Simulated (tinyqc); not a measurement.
## Thickness from two neighbouring fringes

Inverse problem. At normal incidence a transparent film with an index between those of air and substrate, taken as constant, has reflectance minima at 2 n1 d = (m + 1/2) lam (small phase shifts at the substrate neglected). Find d and the order m of the shorter wavelength.

Inputs (values chosen for the exercise):
- n1 = 1.469 (index of the transparent film)

wavelengths of two neighbouring reflectance minima (nm): [471, 605.57143]

Solution. Neighbouring orders differ by one: 2 n1 d (1/lam1 - 1/lam2) = 1.

d = 721 nm
m = 4

Computed by the program tinyqc: `OMP_NUM_THREADS=1 python tinyqc.py 2870182 2870183 out.jsonl`, one thread of a shared Intel Xeon 2.30GHz, about 0.01 s for the whole run.
